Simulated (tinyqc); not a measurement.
Superjunction drift layer against a plain one, charge balance: two steps of the calculation.

Alternating n and p pillars of equal width wp, doping N and length Lp. When depleted, the lateral field peaks at Ex = q N wp/(2 eps0 eps_r) at the pillar junctions and a uniform vertical field Ey is added; breakdown is taken where Ex^2 + Ey^2 = Ef^2. Only the n pillars conduct, narrowed by the zero-bias depletion. A first-order model: the field peaks at the pillar ends are left out.

Parameters, values chosen for the exercise; values close to those of silicon: relative permittivity of the semiconductor eps_r = 11.7; critical field at a doping of 1e16 cm^-3 E16 = 0.408 MV/cm; mobility at low doping mx = 1400 cm^2/(V s); mobility at high doping mi = 90 cm^2/(V s); reference doping of the mobility Nr = 1.3e17 cm^-3; wanted breakdown voltage BV = 380 V; width of each pillar wp = 1 um; critical field inside the pillars Ef = 0.31 MV/cm; lateral peak field as a share of Ef a = 0.59; built-in voltage of the pillar junctions Vb = 0.8 V.

Constants: q = 1.602176634e-19 C, eps0 = 8.8541878128e-14 F/cm where lengths are in cm. Results are converted to the units shown.

Problem 1. Thickness and resistance of the plain layer. Ec(N) = E16 (N/1e16 cm^-3)^(1/8), mu(N) = mi + (mx - mi)/(1 + (N/Nr)^0.9). W = 2 BV/Ec, Rsp = W/(q mu N).

N of the plain layer = 7.3820091e14 cm^-3

Wanted: mu; W; Rsp.

Solution 1.

mu = 1387.6 cm^2/(V s)
W = 25.801 um
Rsp = 15.721 mohm cm^2

Problem 2. Design of the pillars. Ex = a Ef gives N = 2 eps0 eps_r a Ef/(q wp); Ey = Ef sqrt(1 - a^2); Lp = BV/Ey; xd = sqrt(eps0 eps_r Vb/(q N)) on each side; Rsp = 2 Lp/(q mu(N) N (1 - 2 xd/wp)). mu(N) = mi + (mx - mi)/(1 + (N/Nr)^0.9).

Give: N; Ey; Lp; xd; Rsp.

Solution 2.

N = 2.365e16 cm^-3
Ey = 0.2503 MV/cm
Lp = 15.18 um
xd = 0.1479 um
Rsp = 0.9745 mohm cm^2

The pillars have an aspect ratio of 15.2. Their doping is 32.0 times, and their Rsp 0.0620 times, that of the plain layer.

Program tinyqc, `OMP_NUM_THREADS=1 python tinyqc.py 2590026 2590027 out.jsonl`; Intel Xeon 2.30GHz, shared host, one thread, about 0.01 s.
